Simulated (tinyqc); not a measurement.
Tunnelling through a gate dielectric, WKB transmission and Tsu-Esaki current: one step of the calculation.

Electrons leave the emitter at x = 0. Energies E (motion across the layers) are in eV from the emitter Fermi level; the collector Fermi level lies at -V and offers states at every E. No charge in the dielectric and no image force: F1 = V/t1, U = phi1 - F1 x. With C = hbar^2/(2 m0), kappa = sqrt(m (U - E)/C) where U > E and 0 elsewhere; T(E) = exp(-S), S = 2 times the integral of kappa over x.

Problem. Current density on a coarse energy grid. Each layer adds (2/F) sqrt(m/C) [G(u at its left edge) - G(u at its right edge)] to S, with u = U - E (0 where negative) and G(u) = (2/3) u^1.5. The slope follows from 1/d = -dS/dE.

J = J0 times the integral of T(E) N(E) dE, N = ln[(1 + exp(-E/Vt))/(1 + exp((-E - V)/Vt))], J0 = q^2 me m0 kB T/(2 pi^2 hbar^3) (times 1e-4 for A/cm^2 per eV), by Simpson's rule on nE equally spaced points from Ea to Eb.

Parameters, values chosen for the exercise; dielectric values close to those of silicon dioxide: temperature T = 300 K; Fermi energy of the emitter above its band bottom Ef = 0.26 eV; emitter mass in the supply function me = 1 m0; barrier of layer 1 above the emitter Fermi level at zero bias phi1 = 3.05 eV; tunnelling mass of layer 1 m1 = 0.52 m0; thickness of layer 1 t1 = 3.1 nm; voltage across the dielectric V = 0.4 V; lower end of the energy grid Ea = -0.26 eV; upper end of the energy grid Eb = 0.28 eV; points of the energy grid nE = 13.

Constants: q = 1.602176634e-19 C, kB = 1.380649e-23 J/K, hbar = 1.054571817e-34 J s, m0 = 9.1093837015e-31 kg, Vt = kB T/q, hbar^2/(2 m0) = 0.0380998212 eV nm^2. Results are converted to the units shown.

Give: E; T(E); N; T(E) N; J0; J.

Solution.

| point | E (eV) | T(E) | N | T(E) N |
|---|---|---|---|---|
| 0 | -0.2600 | 2.886e-18 | 10.05 | 2.901e-17 |
| 1 | -0.2150 | 3.871e-18 | 8.316 | 3.219e-17 |
| 2 | -0.1700 | 5.202e-18 | 6.577 | 3.421e-17 |
| 3 | -0.1250 | 7.007e-18 | 4.843 | 3.393e-17 |
| 4 | -0.0800 | 9.459e-18 | 3.139 | 2.969e-17 |
| 5 | -0.0350 | 1.280e-17 | 1.584 | 2.027e-17 |
| 6 | 0.0100 | 1.736e-17 | 0.5183 | 8.998e-18 |
| 7 | 0.0550 | 2.360e-17 | 0.1126 | 2.657e-18 |
| 8 | 0.1000 | 3.217e-17 | 0.02068 | 6.654e-19 |
| 9 | 0.1450 | 4.397e-17 | 0.003659 | 1.608e-19 |
| 10 | 0.1900 | 6.024e-17 | 6.427e-4 | 3.871e-20 |
| 11 | 0.2350 | 8.275e-17 | 1.128e-4 | 9.331e-21 |
| 12 | 0.2800 | 1.140e-16 | 1.978e-5 | 2.255e-21 |

J0 = 4.184e8 A/(cm^2 eV)
J = 3.345e-9 A/cm^2

The integrand peaks at E = -0.170 eV among these points.

Program tinyqc, `OMP_NUM_THREADS=1 python tinyqc.py 2540020 2540021 out.jsonl`; Intel Xeon 2.30GHz, shared host, one thread, about 0.01 s.
